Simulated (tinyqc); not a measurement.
Trench capacitor in an array: capacitance, non-linearity, leakage and relaxation: cell against the diameter of the hole.

A film between two metal electrodes, each interface adding a series capacitance ci. The small-signal permittivity is ek (1 + aq E^2); the field is found with the linear permittivity. Leakage J = J0 sinh(E/Ef). After a voltage step the film passes a relaxation current kr C V tt^(-nr), tt being the time in seconds. The sidewall is a coaxial capacitor with radii a = dm/2 - t and b = dm/2, depth AR dm; the end face is left out.

Per length 1/c = ln(b/a)/(2 pi eps0 ek) + (1/a + 1/b)/(2 pi ci); cell capacitance c AR dm; per footprint over pt^2; fields c V/(2 pi eps0 ek r) at r = a and b; resistance of the inner electrode rho AR dm/(pi a^2); time constant R C/3 of the distributed line. The pitch is scaled as pt dm/(59 nm).

Parameters, values chosen for the exercise; permittivity of the order of that of hafnium oxide:

| symbol | value | unit | meaning |
|---|---|---|---|
| ek | 21.5 |  | relative permittivity of the film |
| t | 13 | nm | film thickness |
| ci | 180 | uF/cm^2 | capacitance of each electrode interface (dead layer and screening) |
| V | 1.4 | V | bias |
| AR | 70 |  | aspect ratio, depth over diameter |
| pt | 120 | nm | pitch of the square array |
| rho | 820 | uohm cm | resistivity of the inner electrode |

Constants: eps0 = 8.8541878128e-14 F/cm where lengths are in cm. Results are converted to the units shown.

Cell against the diameter of the hole:
```
dm (nm),cell capacitance (fF),per footprint (uF/cm^2),field at a (MV/cm),field at b (MV/cm),R (kohm),R C/3 (ps)
34,1.924,40.23,2.366,0.5566,388.3,249.0
45,4.291,51.22,1.678,0.7086,91.10,130.3
61,9.039,58.72,1.416,0.8124,36.39,109.7
81,17.23,63.49,1.294,0.8783,19.57,112.4
110,33.60,67.13,1.216,0.9286,11.39,127.6
150,64.91,69.74,1.167,0.9648,7.130,154.3
190,106.4,71.23,1.142,0.9853,5.163,183.0
260,203.3,72.70,1.117,1.006,3.470,235.2
```

Read the table: what changes, and by how much?

As dm goes from 34 to 260, the cell capacitance rises from 1.92 to 203 fF, the capacitance per footprint rises from 40.2 to 72.7 uF/cm^2, the ratio of the two fields falls from 4.25 to 1.11 and R C/3 goes from 249 through a minimum of 110 (at dm = 61 among the rows listed) to 235 ps; the time constant goes as dm^(-2.31) between the first two rows and dm^(0.80) between the last two.

Computed by the program tinyqc: `OMP_NUM_THREADS=1 python tinyqc.py 2102096 2102097 out.jsonl`, one thread of a shared Intel Xeon 2.30GHz, about 0.01 s for the whole run.
